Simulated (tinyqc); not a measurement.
# Worked calculation: CMOS inverter, nodal equation and switching

Numbers from tinyqc (`OMP_NUM_THREADS=1 python tinyqc.py 2340094 2340095 out.jsonl`; about 0.03 s on one thread of a shared Intel Xeon 2.30GHz). Printed values are rounded.

An n-channel pull-down (bn, VTn) and a p-channel pull-up (bp, VTp) share the input Vin and the output node Vout, which carries the load C. Transistor (EKV form, voltages against the body): I = 2 n b Vt^2 [F(vp - Vs) - F(vp - Vd)] from drain to source, F(v) = ln^2(1 + exp(v/(2 Vt))), vp = (Vg - VT + sg |Vd - Vs|)/n. n-channel bodies are at 0; for the p-channel device all voltages are counted down from Vdd. b in uA/V^2 gives I in uA. Static: In = Ip. Transient: C dVout/dt = Ip - In. No velocity saturation, no gate capacitance beyond C.

Parameters, values chosen for the exercise:
- T = 293 K (temperature)
- Vdd = 0.75 V (supply voltage)
- n = 1.15 (slope factor)
- sg = 0.061 (drain-induced barrier lowering)
- VTn = 0.37 V (n-channel threshold)
- VTp = 0.27 V (p-channel threshold (magnitude))
- bn = 740 uA/V^2 (gain factor of the pull-down transistor)
- bp = 370 uA/V^2 (gain factor of the pull-up transistor)
- C = 0.45 fF (load capacitance)
- Vin = 0.41 V (input voltage)
- dt = 0.8 ps (time step)

Constants: q = 1.602176634e-19 C, kB = 1.380649e-23 J/K, Vt = kB T/q. Results are converted to the units shown.

## Iteration 1: output voltage by Newton steps

Vout at the start = 0.38 V

f = In - Ip at (Vin, Vout); G = df/dVout by a central difference with +/- 1e-6 V; Vout(new) = Vout - f/G, the step limited to +/- 0.1 V.

In = 2.06127 uA
Ip = 1.71687 uA
G = 4.03563 uS
Vout after iteration 1 = 0.294660 V

## Iteration 2: output voltage by Newton steps

As before.

In = 1.86772 uA
Ip = 1.86482 uA
G = 3.97009 uS
Vout after iteration 2 = 0.293930 V

## Course of the iteration: output voltage by Newton steps

Stop when Vout changes by less than 1e-9 V, or after 30 iterations.

Course of the iteration:
```
iteration	Vout (V)	|change| (V)
1	0.294660	0.0853
2	0.293930	7.30e-4
3	0.293930	4.41e-8
4	0.293930	0
```

Converged in 4 iterations. The change falls from 0.085 in the first iteration to below the tolerance in the last.

## Transfer curve

Vin, point 0 to 10 (V): 0  0.075  0.15  0.225  0.3  0.375  0.45  0.525  0.6  0.675  0.75

For each Vin solve In = Ip; gain = dVout/dVin.

```
point	Vout (V)	supply current (uA)	gain
0	0.750000	1.5275e-5	0.0000
1	0.749999	2.0021e-4	0.0000
2	0.749979	0.0025585	-0.0008
3	0.749679	0.030021	-0.0115
4	0.745675	0.27583	-0.1441
5	0.692494	1.5119	-2.5412
6	0.027213	1.2568	-0.9931
7	0.002427	0.26457	-0.0777
8	0.000195	0.032721	-0.0068
9	0.000013	0.0029501	-0.0005
10	0.000001	2.3509e-4	0.0000
```

The switching point Vin = Vout lies at 0.4033 V, with a gain of -16.4. The current peaks at 1.51 uA among the points, against 1.5e-5 and 2.4e-4 uA of leakage at the ends.

## Switching point and noise margins

VM solves In = Ip with Vin = Vout. VIL and VIH are the inputs at which the gain is -1; NML = VIL - Vout(VIH), NMH = Vout(VIL) - VIH.

VM = 0.40333 V
gain at VM = -16.391
VIL = 0.35676 V
VIH = 0.44985 V
NML = 0.32940 V
NMH = 0.27165 V

VM lies 28 mV above Vdd/2, and the low margin is the larger one. With both transistors saturated the size of the gain tends to 1/sg = 16.4; here it is 0.018 % below that.

## Step 1: one time step of the falling output

Vout at t = 0 = 0.75 V

The input steps to Vdd at t = 0; I = In - Ip. Implicit Euler: V(new) = V - (dt/C) I(V(new)), solved for V(new); 1 ps uA/fF = 1 mV.

I(V) = 58.3298 uA
I(V(new)) = 56.6596 uA
Vout after step 1 = 0.649272 V

## Step 2: one time step of the falling output

As before.

I(V) = 56.6596 uA
I(V(new)) = 55.0594 uA
Vout after step 2 = 0.551389 V

## Delays and energy

For a step input the delay to Vdd/2 is tHL = C times the integral of dV/(In - Ip) from Vdd/2 to Vdd at Vin = Vdd, and tLH likewise with Ip - In from 0 to Vdd/2 at Vin = 0. Energy drawn for one full cycle of the output: C Vdd^2. Leakage power: Vdd times the mean of the supply currents at Vin = 0 and Vdd.

tHL = 3.05841 ps
tLH = 3.98131 ps
energy = 0.253125 fJ
leakage power = 0.0938871 nW

Time steps as above cross Vdd/2 at 3.11 ps by linear interpolation, 1.6 % above tHL. tLH/tHL = 1.30, with bn/bp = 2.00.
